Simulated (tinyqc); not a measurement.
Graded (staircase) quantum well by finite differences, step by step. Values are carried at full precision from step to step, so a last printed digit may differ when a step is redone from the rounded ones.

Finite differences on points z_i at the centres of cells of width h: H_ii = (c/h^2)(1/m_(i-1/2) + 1/m_(i+1/2)) + V_i, H_(i,i+1) = -(c/h^2)/m_(i+1/2), where m_(i+1/2) is the mean of the masses at the two points (the end values are repeated outwards), psi = 0 on the points beyond both ends, c = hbar^2/2m0. The field adds e F (z - z0) with z0 the middle of the structure; 1 kV/cm = 1e-5 eV/angstrom.

Constants: hbar^2/2m0 = 3.80998211 eV angstrom^2.

Parameters, chosen for this exercise (near those of a GaAs well in AlGaAs; not measured data):
- layers = ((68, 0.259, 0.0936), (17, 0.115, 0.0793), (17, 0.029, 0.0707), (17, 0, 0.0678), (17, 0.029, 0.0707), (17, 0.115, 0.0793), (68, 0.259, 0.0936)) (each layer: thickness in angstrom, band edge in eV, mass in m0)
- F = 20 kV/cm (field along z)
- h = 17 angstrom (cell width of the coarse grid)
- hf = 1.0625 angstrom (cell width of the fine grid)

## The coarse grid

List the points, the potential with the field, and the masses.

Grid:
```
i   z (angstrom)  V (eV)  m (m0)
1            8.5  0.2386  0.0936
2           25.5  0.2420  0.0936
3           42.5  0.2454  0.0936
4           59.5  0.2488  0.0936
5           76.5  0.1082  0.0793
6           93.5  0.0256  0.0707
7          110.5  0.0000  0.0678
8          127.5  0.0324  0.0707
9          144.5  0.1218  0.0793
10         161.5  0.2692  0.0936
11         178.5  0.2726  0.0936
12         195.5  0.2760  0.0936
13         212.5  0.2794  0.0936
```

## The tridiagonal Hamiltonian

Form the diagonal and the neighbouring elements; V in the grid already includes the field.

diagonal H_ii (eV): 0.5203  0.5237  0.5271  0.5421  0.4365  0.3918  0.3807  0.3986  0.4501  0.5625  0.5543  0.5577  0.5611

H_(i,i+1) (eV): -0.1408  -0.1408  -0.1408  -0.1525  -0.1758  -0.1904  -0.1904  -0.1758  -0.1525  -0.1408  -0.1408  -0.1408

## Lowest levels on the coarse grid

Diagonalise the symmetric tridiagonal matrix; give the three lowest levels and the weights u_i^2 (sum 1) of the two lowest.

levels (eV): 0.0676  0.2004  0.2862

weights on the points:
```
             1      2      3      4      5      6      7      8      9     10     11     12
level 1  0.000  0.000  0.001  0.010  0.079  0.253  0.356  0.228  0.065  0.007  0.001  0.000
level 2  0.001  0.007  0.025  0.080  0.236  0.166  0.002  0.198  0.211  0.057  0.014  0.003

            13
level 1  0.000
level 2  0.000
```

## Halving the cell width

The same with h, h/2, ..., h/32. The end points move with h, since psi vanishes half a cell beyond the structure. Richardson value (4 E(h/32) - E(h/16))/3.

Convergence:
```
cell (angstrom)  points  E1 (eV)  E2 (eV)  E1 - finest (meV)
17.0000              13  0.06764  0.20044             -4.060
8.5000               26  0.07063  0.20689             -1.074
4.2500               52  0.07143  0.20853             -0.270
2.1250              104  0.07164  0.20896             -0.065
1.0625              208  0.07169  0.20908             -0.013
0.5312              416  0.07170  0.20911              0.000
```

Richardson values of E1, E2 (eV): 0.07170  0.20912

The coarse grid is 4.1 meV too low in E1. The last differences between rows shrink by a factor 4.0 (4 for a pure h^2 error, 2 for one linear in h).

## Positions and dipoles on the fine grid

With h sum psi^2 = 1: <z - z0> of three levels, |z_12| and |z_13|, the mass m1 from 1/m1 = <1|1/m|1>, and f_1j = (m1/c)(E_j - E_1) z_1j^2.

levels (eV): 0.0717  0.2091  0.2977

<z - z0> (angstrom): -1.1  -3.3  -20.7

|z_12|, |z_13| (angstrom): 19.45  1.00

m1 = 0.0715 m0

f_12, f_13: 0.975  0.004

Parity is broken, so the 1-3 transition is allowed, with 0.0043 times the strength of 1-2. E2 - E1 = 137.4 meV, a wavelength of 9.0 micrometre (hc = 1239.841984 eV nm). Level 3 lies above the lowest point of the outer barriers, so it is a resonance or a state of the finite grid, and values that rest on it depend on the ends of the grid.

## Checks

- E1 at zero field on the grid h/32 against transfer matrices between the same hard ends, eV: both 0.0718.

Program tinyqc; command `OMP_NUM_THREADS=1 python tinyqc.py 1282308 1282309 out.jsonl`; about 0.02 s on one thread of a shared Intel(R) Xeon(R) Processor @ 2.30GHz.
